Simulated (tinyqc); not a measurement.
Heisenberg spin cluster by exact diagonalisation: multiplets, susceptibility, level crossings: one step, computed by the program tinyqc. Command: `OMP_NUM_THREADS=1 python tinyqc.py 3024203 3024204 out.jsonl spincl walk`. One thread of a shared host (Intel(R) Xeon(R) Processor @ 2.30GHz), about 0.02 s of CPU time with the checks.

H = J1 sum S_i.S_j over the bonds 1-2, 3-4 + J2 sum over 2-3 - g mu_B B S_z; J > 0 is antiferromagnetic.

Problem. Thermal averages at zero field. Z = sum k (2S + 1) exp(-E/(k_B T)) over the table, k the number of multiplets; <S^2> likewise with the factor S (S + 1); chi T = N_A g^2 mu_B^2 <S^2>/(3 k_B) = 0.125049 g^2 <S^2> cm^3 K/mol (cgs, per mole of clusters); C = (<E^2> - <E>^2)/(k_B T)^2; entropy = ln Z + <E>/(k_B T).

Inputs (values chosen for the exercise, for a model cluster): g factor = 2.05; temperature T = 43 K.

Cluster: chain of four, J1 outer bonds and J2 in the middle. Spin s of each site: 1.

Levels at B = 0:
```
E (meV),total S,number of multiplets
-44.75865,0,1
-37.08862,1,1
-29.63912,1,1
-22.87382,2,1
-22.75456,0,1
-22.33333,1,1
-12.69178,2,1
-10.84036,2,1
-3.85629,1,1
-2.76088,1,1
-1.07184,2,1
-1.05960,3,1
1.89178,2,1
4.90000,3,1
14.51321,0,1
16.17824,1,1
19.08602,2,1
22.65960,3,1
26.50000,4,1
```

Constants: k_B = 8.617333262e-05 eV/K.

Give: <S^2>; chi T; heat capacity; entropy.

Solution.

<S^2> = 0.6629

chi T = 0.3484 cm^3 K/mol

heat capacity = 1.740 k_B

entropy = 1.161 k_B

Free spins would give <S^2> = 8 and the entropy 4.394 k_B; chi T is 8 % of the free value.
